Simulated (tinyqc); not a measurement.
What each parameter does: alloy A(1-x)B(x) by interpolation with bowing.

Each gap follows E(x) = (1 - x) E_A + x E_B - C x (1 - x); the lattice constant follows Vegard, a(x) = (1 - x) a_A + x a_B.

Mass at Gamma from the Kane formula 1/m = F + Ep (Eg + 2 Dso/3)/(Eg (Eg + Dso)). F is fixed by the masses of A and B and interpolated linearly, as is Ep; Eg and Dso carry their bowing.

Values chosen for the exercise (A near InAs, B near GaAs; not measured data):
```
symbol  value                  unit  meaning
Eg      (0.42, 1.52)           eV    gap at Gamma to the s-like level of A, B
EgX     (1.451, 1.983)         eV    gap to the lowest valley along Gamma-X of A, B
EgL     (1.144, 1.788)         eV    gap to L of A, B
C       (0.461, 1.581, 0.311)  eV    bowing of the Gamma, X and L gaps
x       0.32                         fraction of B
Dso     (0.388, 0.339)         eV    spin-orbit splitting of A, B
Ep      (21.7, 26)             eV    Kane energy of A, B
me      (0.0257, 0.0667)       m0    electron mass at Gamma of A, B
Cs      0.12                   eV    bowing of Dso
```

Gaps at x and the Kane mass.

One parameter was then changed.

Results before and after:
```
case,Gamma (eV),X (eV),L (eV),mass (m0)
base,0.6717,1.2772,1.2824,0.0369
changed,0.6717,1.2772,1.2436,0.0369
```

Which of these changes was made? (a) Ep = (23.9, 28.6) eV; (b) Eg = (0.441, 1.52) eV; (c) EgL = (1.087, 1.788) eV; (d) C = (0.561, 1.681, 0.411) eV; (e) EgX = (1.451, 1.884) eV; (f) x = 0.36; (g) Cs = 0.17 eV.

Answer: (c) EgL = (1.087, 1.788) eV. Of the candidates, run in turn, only this one gives the changed row.

All candidates:
```
case,Gamma (eV),X (eV),L (eV),mass (m0)
base,0.6717,1.2772,1.2824,0.0369
x = 0.36,0.7098,1.2783,1.3042,0.0385
"C = (0.561, 1.681, 0.411) eV",0.6499,1.2555,1.2606,0.0357
"Eg = (0.441, 1.52) eV",0.6860,1.2772,1.2824,0.0360
"EgX = (1.451, 1.884) eV",0.6717,1.2455,1.2824,0.0369
"EgL = (1.087, 1.788) eV",0.6717,1.2772,1.2436,0.0369
"Ep = (23.9, 28.6) eV",0.6717,1.2772,1.2824,0.0375
Cs = 0.17 eV,0.6717,1.2772,1.2824,0.0368
```

Computed by tinyqc, a small Python program: `OMP_NUM_THREADS=1 python tinyqc.py 1081316 1081317 out.jsonl` (the numbers bound the seed that draws the inputs); one thread of a shared host (Intel(R) Xeon(R) Processor @ 2.30GHz), about 0.01 s for the whole set of steps.
